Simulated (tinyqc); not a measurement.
Beam energy: resolution against speed: sputter depth profiling of a dopant layer: erosion rate, quantification and the mixing-roughness response. Computed by tinyqc, a small Python program. Command: `OMP_NUM_THREADS=1 python tinyqc.py 3009323 3009324 out.jsonl sims walk`. One thread of a shared host (Intel(R) Xeon(R) Processor @ 2.30GHz), about 0.02 s of CPU time with the checks.

A rastered ion beam erodes silicon (49.94 atoms per nm^3). The measured profile is the true one convolved with a depth response.

Inputs (values chosen for the exercise, modelled on a dopant in silicon under an oxygen or caesium beam):
```
quantity                               value    unit
beam energy E                            3.1     keV
beam current                              53      nA
raster side                              400      um
sputter yield at 1 keV                  0.76       -
mixing length at 1 keV                   2.1      nm
roughness sigma                          1.2      nm
depth of the top edge z0                  47      nm
box width b                               24      nm
box concentration C                  3.7e+20  1/cm^3
relative sensitivity factor RSF      6.9e+20  1/cm^3
matrix count rate                     570000     1/s
background count rate                    1.2     1/s
counting time per point                    2       s
level that defines the junction C_B    5e+17  1/cm^3
```

True profile: box.

Constants: e = 1.602176634e-19 C.

Method:
- Scaling chosen for the exercise: yield Y = Y1 E^0.5, mixing length w = w1 E^0.5 (E in keV).
- Erosion rate = Y I/(e x raster^2 x density); depth step = rate x counting time; concentration = RSF x counts/matrix counts; detection limit = RSF x 3 sqrt(background x time)/(matrix rate x time).
- Mixing alone turns a layer at z0 into (1/w) exp(-(z - z0 + w)/w) for z > z0 - w; roughness adds a Gaussian of width sigma. With x = z - z0 + w: g(x) = (1/(2w)) exp(sigma^2/(2 w^2) - x/w) erfc((sigma/w - x/sigma)/sqrt2), and its integral G(x) = (1/2) erfc(-x/(sigma sqrt2)) - w g(x). Measured: C [G(x) - G(x - b)].
- Width = full width at half maximum; the apparent junction is the deep point where the profile falls to C_B; time to profile to twice z0 = 2 z0/erosion rate, at fixed current.

erosion rate = 0.0553977 nm/s

Measured values:
```
E (keV)  w (nm)  peak (1/cm^3)  width (nm)  apparent junction (nm)  time (min)
0.15     0.8133     3.6998e+20      24.000                   76.45      128.56
0.25     1.0500     3.6998e+20      24.000                   77.57       99.59
0.50     1.4849     3.6998e+20      24.000                   79.81       70.42
1.00     2.1000     3.6996e+20      24.001                   83.12       49.79
2.00     2.9698     3.6953e+20      24.007                   87.89       35.21
4.00     4.2000     3.6721e+20      24.050                   94.71       24.90
8.00     5.9397     3.5948e+20      24.233                  104.32       17.60
```

From the highest to the lowest energy the width goes from 24.2 to 24.0 nm, towards the floor set by roughness and the box width 24 nm, and the junction error from 33.3 to 5.45 nm, at 7.3 times the time. Extrapolating the tail slope to zero energy separates mixing from real diffusion. Caution: the surface transient, segregation under the beam and the growth of roughness with depth are left out, and real yields fall faster near the sputter threshold.

Extremes, crossings and ranges named in words are read from the listed rows.
